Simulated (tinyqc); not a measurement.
# Contact transmission and back-scattering length from two lengths

Problem. A channel with M modes has R = RQ (2/tc - 1 + L/lam), RQ = (h/2q^2)/M. Find lam and tc.

Constants: q = 1.602176634e-19 C, h = 6.62607015e-34 J s. Results are converted to the units shown.

R at L = 6.5 and 52 nm (ohm cm^2): 7.3532955e-9  2.0830471e-8
M = 3.3517715e12 cm^-2

Answer. The slope is RQ/lam and the intercept RQ (2/tc - 1).

lam = 13.00 nm
tc = 0.8300

Computed by the program tinyqc: `OMP_NUM_THREADS=1 python tinyqc.py 2760090 2760091 out.jsonl`, one thread of a shared Intel Xeon 2.30GHz, about 0.01 s for the whole run.
